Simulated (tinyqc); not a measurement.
Comparisons within one model: BHZ model on a square lattice (one spin block). A value that a table varies takes the place of the one given here.

h(k) = e0 + d.s with s the Pauli matrices in the basis (E, H), k in units of 1/a: dx = (A/a) sin kx, dy = (A/a) sin ky, dz = M - (2B/a^2)(2 - cos kx - cos ky), e0 = -(2D/a^2)(2 - cos kx - cos ky). The other spin block is h*(-k). For small k this is the continuum model with dz = M - B k^2.

Inputs chosen for the exercise (of the size used for InAs / GaSb double wells; the results hold for these values, not for the real material): A = 0.68 eV angstrom; B = -76.2 eV angstrom^2; D = -20.4 eV angstrom^2; a = 20 angstrom (grid spacing); M = 0.0072 eV (mass term); k = (-0.39, 0.58) 1/a (wave vector).

## Through the transition

M is varied. Direct gap at Gamma 2|M|; smallest direct gap on kx = 0 to 1 in steps of 0.01; nu = 1 for M/B > 0, else 0; middle gap of a ribbon of 40 rows at kx = 0 (block (A/a) sy/(2i) + (B/a^2) sz + D/a^2 between rows, hard walls).

Against M (meV):
```
M    2|M|  smallest direct gap  nu  ribbon gap
-40  80.0                29.87   1       0.332
-25  50.0                23.56   1       1.018
-15  30.0                17.97   1       0.856
-8   16.0                12.52   1       0.629
-3    6.0                 6.00   1       0.178
3     6.0                 6.00   0       9.070
8    16.0                16.00   0      18.728
15   30.0                30.00   0      32.550
30   60.0                60.00   0      62.414
```

How do the results move?

With B < 0, negative M is inverted. There edge states cross the bulk gap: the ribbon gap is 1.018 against 23.6 meV at M = -25 meV, and 0.178 against 6.0 at -3 meV, while for positive M confinement raises it above 2|M| (32.55 against 30 meV at M = 15 meV). For M = -40, -25, -15 and -8 meV the smallest direct gap has left Gamma, so at least one band is camel-backed.

## What each parameter does

Levels at k and dz there. Each row changes one parameter from the base and keeps the others.

Results:
```
case                      lower (meV)  upper (meV)  dz (meV)
base                          -76.364      125.044    98.117
A = 0.748 eV angstrom         -76.899      125.579    98.117
B = -83.82 eV angstrom^2      -85.241      133.921   107.209
D = -16.32 eV angstrom^2      -81.232      120.176    98.117
M = 0.0122 eV                 -81.241      129.922   103.117
a = 22 angstrom               -64.764      104.996    82.338
```

How do the results move?

The largest shifts from the base row, up to three for each result and ties (the steps differ in size, so this ranks the rows, not the parameters). lower (meV): a +11.600, B -8.877, M -4.878. upper (meV): a -20.048, B +8.877, M +4.878. dz (meV): a -15.779, B +9.092, M +5.000; unchanged at the printed digits by A and D. D shifts both levels alike and leaves the states, so it cannot change the topology while the gap stays open.

Run: tinyqc, `OMP_NUM_THREADS=1 python tinyqc.py 1450712 1450713 out.jsonl`; Intel(R) Xeon(R) Processor @ 2.30GHz, one thread, shared host; about 0.1 s of CPU time with all checks.
